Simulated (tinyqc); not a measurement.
What each parameter does: delta-doped layer in the Thomas-Fermi potential.

All donors ionised in the plane z = 0, zero temperature, energies from the Fermi level EF of the Thomas-Fermi model, which lies at the bulk band edge; c = hbar^2/2m0, q = e^2/(4 pi eps0). Layer in a (001) plane: two valleys with m_z = ml, m_d = mt (unprimed) and four with m_z = mt, m_d = sqrt(ml mt) (primed); m3 = (ml mt^2)^(1/3), gv = 6. With n = (gv/3 pi^2)(m3 (-V)/c)^(3/2) and V'' = -(4 pi q/eps) n for z > 0, the solution is V = -b/(|z| + z0)^4 with sqrt(b) = 20/K, K = (4 pi q/eps)(gv/3 pi^2)(m3/c)^(3/2), and z0^5 = 4b/(e F0), e F0 = 2 pi q N/eps; 1e13/cm^2 = 1e-3/angstrom^2. Exchange and correlation are left out.

Subbands solve -(c/m_z) psi'' + V psi = E psi on 1280 points of spacing z0/80; up to ten levels for each group, kept if bound with an rms width below 2.5 z0.

Constants: hbar^2/2m0 = 3.80998211 eV angstrom^2; e^2/(4 pi eps0) = 14.39964547 eV angstrom.

Parameters, chosen for this exercise (near those of a delta-doped layer in Si; shifted at random, so the results belong to these values and not to a real crystal): ml = 0.9 m0 (longitudinal mass); mt = 0.188 m0 (transverse mass); eps = 11.5 (dielectric constant); N = 9.6 x 1e13/cm^2 (donor sheet density).

z0, depth, lowest level and its rms width. Each row changes one parameter from the base and keeps the others.

Results:
```
case                  z0 (angstrom)  depth (eV)  lowest (eV)  rms z (angstrom)
base                          20.50      0.3871      -0.1773              5.01
N = 5.76 x 1e13/cm^2          22.71      0.2573      -0.1114              6.14
eps = 10.3                    19.19      0.4046      -0.1810              4.90
ml = 1.035 m0                 19.94      0.3765      -0.1750              4.74
mt = 0.16 m0                  21.87      0.4129      -0.1987              4.87
```

The largest shifts from the base row, up to three for each result and ties (the steps differ in size, so this ranks the rows, not the parameters). z0 (angstrom): N +2.21, mt +1.37, eps -1.31. depth (eV): N -0.1299, mt +0.0258, eps +0.0174. lowest (eV): N +0.0659, mt -0.0214, eps -0.0037. rms z (angstrom): N +1.13, ml -0.27, mt -0.14.

(tinyqc, `OMP_NUM_THREADS=1 python tinyqc.py 1280982 1280983 out.jsonl`, Intel(R) Xeon(R) Processor @ 2.30GHz, 1 thread, shared host, about 0.1 s.)
